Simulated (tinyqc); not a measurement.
## Read current of a NAND string, cells in series solved by shooting: read current against the number of cells

Cells in series, numbered from 0 at the source line (0 V) to the bit line, each followed by a gap resistance Rg. A cell with gate Vg, threshold VT, source Vs and drain Vd passes I = 2 nf K Vt^2 [F(Vs) - F(Vd)]/(1 + th max(Vg - VT, 0)), F(V) = ln^2(1 + exp((Vg - VT - nf V)/(2 nf Vt))). The selected cell has Vg = Vr, the others Vg = Vp.

For a trial current I start at 0 V and, cell by cell, solve for the drain: sqrt(F(Vd)) = sqrt(F(Vs) - I/k), k = 2 nf K Vt^2/(1 + th max(Vg - VT, 0)), Vd = [Vg - VT - 2 nf Vt ln(exp(sqrt F) - 1)]/nf, then add I Rg. The string current is the I for which the last node reaches Vbl. The apparent threshold is the Vr at which I = Is. Background: all other cells erased (VT = Ve) or all in the highest state (VT = Vh); ratio and shift are high over erased and high minus erased. The selected cell is in the middle, cell n/2.

Inputs (values chosen for the exercise); values of the order met in vertical NAND strings: temperature T = 358 K; gain factor of a cell K = 6.7 uA/V^2; slope factor nf = 1.3; mobility reduction factor th = 0.11 1/V; resistance of the gap between cells Rg = 4 kohm; bit-line voltage Vbl = 0.4 V; pass voltage Vp = 7.4 V; threshold of an erased cell Ve = -2.3 V; threshold of the highest state Vh = 4.5 V; threshold of the selected cell Vx = 2 V; sensing current Is = 50 nA; read voltage on the selected word line Vr = 2.91 V.

Constants: q = 1.602176634e-19 C, kB = 1.380649e-23 J/K, Vt = kB T/q. Results are converted to the units shown.

Read current against the number of cells:

| n | I, others erased (uA) | I, others high (uA) | ratio | apparent VT, erased (V) | apparent VT, high (V) | background shift (mV) |
|---|---|---|---|---|---|---|
| 8 | 0.7713 | 0.4936 | 0.6400 | 2.134 | 2.144 | 9.522 |
| 16 | 0.4940 | 0.2786 | 0.5640 | 2.144 | 2.163 | 19.16 |
| 32 | 0.2868 | 0.1486 | 0.5183 | 2.163 | 2.201 | 38.81 |
| 64 | 0.1558 | 0.07686 | 0.4933 | 2.200 | 2.283 | 82.79 |
| 96 | 0.1069 | 0.05182 | 0.4847 | 2.239 | 2.555 | 316.0 |

With erased neighbours the current falls from 0.771 to 0.107 uA, as n^(-0.64) between the first two rows and n^(-0.93) between the last two (-1 once the series resistance rules). The ratio falls from 0.640 to 0.485 and the background shift rises from 9.52 to 316 mV.

Computed by the program tinyqc: `OMP_NUM_THREADS=1 python tinyqc.py 2142021 2142022 out.jsonl`, one thread of a shared Intel Xeon 2.30GHz, about 0.6 s for the whole run.
